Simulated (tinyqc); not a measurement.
Thickness of the film: ellipsoidal valleys in the axes of a wafer and a channel.

Valleys with axes a along x, y and z, two valleys each; inverse mass tensor w = 1/mt + (1/ml - 1/mt) a a. Device axes: z = nz/|nz|, x = nx/|nx|, y = z cross x; in them a = (ax, ay, az). Confinement mass mz = 1/w_zz. In the plane w_ij is replaced by u_ij = w_ij - w_iz w_jz/w_zz (i, j = x, y); density-of-states mass md = 1/sqrt(det u); conductivity mass along x mc = 1/u_xx; ballistic transport mass mx = u_yy/det u, width mass my = 1/u_yy.

Hard walls: E_n = c (n pi/t)^2/mz, c = hbar^2/2m0, n = 1, 2, 3. Non-degenerate share of a valley proportional to md sum_n exp(-E_n/kT); mean 1/mc = sum of share/mc. 1 nm = 10 angstrom.

Constants: hbar^2/2m0 = 3.80998211 eV angstrom^2; kB = 8.617333262e-05 eV/K.

Parameters, chosen for this exercise (near those of the Delta valleys of Si; the results hold for these values, not for the real material):
- ml = 0.924 m0 (longitudinal mass)
- mt = 0.192 m0 (transverse mass)
- nz = (1, 1, 0) (surface normal (confinement))
- nx = (1, -1, 0) (channel direction)
- T = 77 K (temperature)

Share of the lowest ladder and mean conductivity mass.

Results:
```
t (nm)  lowest E1 (meV)  spread of E1 (meV)  share of the lowest ladder  mean mc
2.0               295.7               193.9                       1.000   0.5580
3.0               131.4                86.2                       1.000   0.5580
4.0                73.9                48.5                       1.000   0.5575
5.0                47.3                31.0                       0.994   0.5517
7.0                24.1                15.8                       0.944   0.5043
10.0               11.8                 7.8                       0.834   0.4239
14.0                6.0                 4.0                       0.748   0.3772
```

The spread falls as 1/t^2 and passes kT = 6.6 meV between t = 10 and 14 nm; the share of the lowest ladder goes from 1.000 to 0.748 and the mean mass goes from 0.5580 to 0.3772, against 0.3412 for equal shares, the limit of a thick film (the bulk value 3/(1/ml + 2/mt) is 0.2609; the two differ since axes are tilted in the x-z plane and in a quantised film no valley carries current across it; once scattering blurs the subbands the bulk value returns). Three subbands a valley become too few once E3 nears kT. In the thinnest rows E1 (296 meV) is beyond the parabolic range.

tinyqc: `OMP_NUM_THREADS=1 python tinyqc.py 1850958 1850959 out.jsonl`; about 0.01 s, one thread, shared Intel(R) Xeon(R) Processor @ 2.30GHz.
